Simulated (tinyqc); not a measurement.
Solid solubility of a dopant against its melt (retrograde solidus), clustering and the electrically active fraction: one step, computed by the program tinyqc. Command: `OMP_NUM_THREADS=1 python tinyqc.py 3005374 3005375 out.jsonl retro walk`. One thread of a shared host (Intel(R) Xeon(R) Processor @ 2.30GHz), about 0.01 s of CPU time with the checks.

Problem. Liquidus and solidus at T. x_l and x_s are atom fractions of the dopant in melt and solid; the solid is dilute. Liquidus of the host: R T ln(1 - x_l) + L x_l^2 = -H_f (1 - T/T_m). Distribution: k = x_s/x_l = exp[L (1 - x_l)^2/(R T)] exp(S/k_B - H/(k_B T)), the first factor being the activity coefficient in the melt. Solubility = x_s N0; at T_m x_l = 0.

Inputs (values chosen for the exercise, of the order of those of aluminium in silicon for the solubility):

| quantity | value | unit |
|---|---|---|
| melting point of the host T_m | 1687 | K |
| heat of melting of the host H_f | 50.2 | kJ/mol |
| interaction L of the melt | -4 | kJ/mol |
| enthalpy of transfer from melt to solid H | 0.589 | eV |
| entropy of transfer S | -1.8 | k_B |
| site density N0 | 5e+22 | 1/cm^3 |
| temperature T | 1170 | K |

Constants: R = 8.314462618 J/(mol K); k_B = 8.617333262e-05 eV/K.

Give: x_l; distribution coefficient k; x_s; solubility; k at the melting point.

Solution.

x_l = 0.7421

distribution coefficient k = 4.669e-04

x_s = 3.465e-04

solubility = 1.733e+19 1/cm^3

k at the melting point = 0.002162

k has changed by a factor 0.22 from its value at T_m, while x_l has grown from 0 to 0.742.
